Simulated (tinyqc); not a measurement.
Convergence with the energy grid: electron mobility of a polar semiconductor by Rode's iterative solution of the Boltzmann equation. Computed by tinyqc, a small Python program. Command: `OMP_NUM_THREADS=1 python tinyqc.py 3006061 3006062 out.jsonl rode sweep`. One thread of a shared host (Intel(R) Xeon(R) Processor @ 2.30GHz), about 0.02 s of CPU time with the checks.

The distribution is f(E) + e F l(E) (-df/dE) cos(theta) for a weak field F, theta counted from the force; l(E) is a mean free path. Elastic processes enter by their momentum rate, polar optical phonons by out- and in-scattering terms. One valley only: where upper valleys lie close, measured mobilities are lower. The density n is prescribed, even where a narrow-gap material would have more intrinsic carriers.

Inputs (values chosen for the exercise, for a model polar semiconductor):

| quantity | value | unit |
|---|---|---|
| effective mass m | 0.29 | m_0 |
| non-parabolicity alpha | 0.19 | 1/eV |
| static permittivity eps_s | 11.1 | - |
| high-frequency permittivity eps_inf | 5.77 | - |
| density rho | 5620 | kg/m^3 |
| sound velocity v_l | 7090 | m/s |
| acoustic deformation potential D_A | 7.1 | eV |
| optical phonon energy hbar w | 93 | meV |
| piezoelectric coupling K | 0.093 | - |
| electron density n | 3e+16 | 1/cm^3 |
| compensation ratio C | 0 | - |
| temperature T | 300 | K |
| iteration cap | 200 | - |

Band: Kane. Elastic processes: acoustic, piezoelectric, impurity.

Constants: k_B = 8.617333262e-05 eV/K; m_0 = 9.1093837015e-31 kg; e = 1.602176634e-19 C; hbar = 1.054571817e-34 J s; eps_0 = 8.8541878128e-12 F/m; k_B = 1.380649e-23 J/K; hbar = 6.582119569e-16 eV s.

Method:
- Kane band: hbar^2 k^2/(2 m) = E (1 + alpha E), speed v = hbar k/(m (1 + 2 alpha E)), states per spin, volume and energy g(E) = m k (1 + 2 alpha E)/(2 pi^2 hbar^2); overlap factors are set to 1. Masses are multiplied by m_0 and all formulas are in SI units.
- The reduced Fermi level eta = E_F/(k_B T) solves n = 2 Z int g f dE with f = 1/(1 + exp(x - eta)) (Z = 1 unless valleys are given); screening length L_s = sqrt(eps_s eps_0 k_B T/(e^2 dn/deta)), dn/deta = 2 Z int g f (1 - f) dE.
- Integrals over x = E/(k_B T) use 160 Gauss-Legendre points in u = sqrt(x) from 0 to sqrt(max(eta, 0) + 32).
- N_I = n (1 + C)/(1 - C).
- Phonon occupation N_q = 1/(exp(hbar w/(k_B T)) - 1).
- Acoustic deformation potential (elastic, equipartition, absorption and emission together): 1/tau = 2 pi k_B T D_A^2 g(E)/(hbar rho v_l^2).
- Piezoelectric (elastic, unscreened, momentum relaxation): 1/tau = e^2 K^2 k_B T m (1 + 2 alpha E)/(2 pi eps_s eps_0 hbar^3 k), with alpha = 0 for a parabolic band.
- Singly charged impurities, momentum relaxation: 1/tau = N_I e^4 m (1 + 2 alpha E) Phi/(8 pi (eps_s eps_0)^2 hbar^3 k^3), with alpha = 0 for a parabolic band.
- Brooks-Herring: Phi = ln(1 + b) - b/(1 + b), b = 4 k^2 L_s^2.
- Polar optical, unscreened: W = e^2 w (1/eps_inf - 1/eps_s) m (1 + 2 alpha E') ln|(k + k')/(k - k')| / (4 pi eps_0 hbar^2 k), times N_q for absorption (E' = E + hbar w) and N_q + 1 for emission (E' = E - hbar w > 0), with alpha = 0 for a parabolic band; mean cosine of the angle <cos> = (k^2 + k'^2)/(2 k k') - 1/ln|(k + k')/(k - k')|.
- Energy grid E_j = (j + 1/2) hbar w/s, j = 0, 1, ..., up to (max(eta, 0) + 18) k_B T, so that E_j +/- hbar w are grid points; l = 0 beyond the grid; integrals are sums times the spacing.
- With f' = f(E'): out-scattering S_o = sum over absorption and emission of W (1 - f')/(1 - f); nu = sum of elastic rates; the in-scattering weights are c+ = W_abs <cos> (1 - f')/(1 - f) for E' = E + hbar w and c- likewise for emission.
- Iteration: l_new(E) = [v(E) + c+ l(E + hbar w) + c- l(E - hbar w)]/(nu + S_o), from l = 0.
- mu = e sum g v l f (1 - f) / (3 k_B T sum g f) over the grid; stop when mu changes by less than 1e-8 of itself.
- Self-energy RTA: l = v/(nu + S_o), the first iteration. Momentum RTA: l = v/(nu + S_o - c+ v(E + hbar w)/v - c- v(E - hbar w)/v), listed only where the denominator is positive on the whole grid. The polar-only value solves the same system with nu = 0; the elastic value takes l = v/nu.

One run for each value:

| grid points per phonon energy s | mobility mu (cm^2/(V s)) | polar-phonon mobility (cm^2/(V s)) | elastic mobility (cm^2/(V s)) |
|---|---|---|---|
| 2 | 913.64 | 1460.4 | 2822.3 |
| 4 | 874.40 | 1403.1 | 2792.9 |
| 6 | 882.91 | 1411.9 | 2838.0 |
| 10 | 893.37 | 1424.6 | 2875.1 |
| 16 | 899.31 | 1432.5 | 2893.4 |
| 24 | 902.29 | 1436.7 | 2902.0 |
| 40 | 904.36 | 1439.7 | 2907.8 |

What does the table show, and why?

Over the rows, mobility mu (cm^2/(V s)) goes from 914 through a minimum among these rows, 874 at 4.00, to 904; polar-phonon mobility (cm^2/(V s)) goes from 1460 through a minimum among these rows, 1400 at 4.00, to 1440; elastic mobility (cm^2/(V s)) goes from 2820 through a minimum among these rows, 2790 at 4.00, to 2910. Against the finest grid, mu is off by +1 % in the first row and -0.23 % in the last but one.

Caution (rows 2): the energy grid is coarser than k_B T, so the mobilities carry a noticeable discretisation error.

Extremes, crossings and ranges named in words are read from the listed rows.
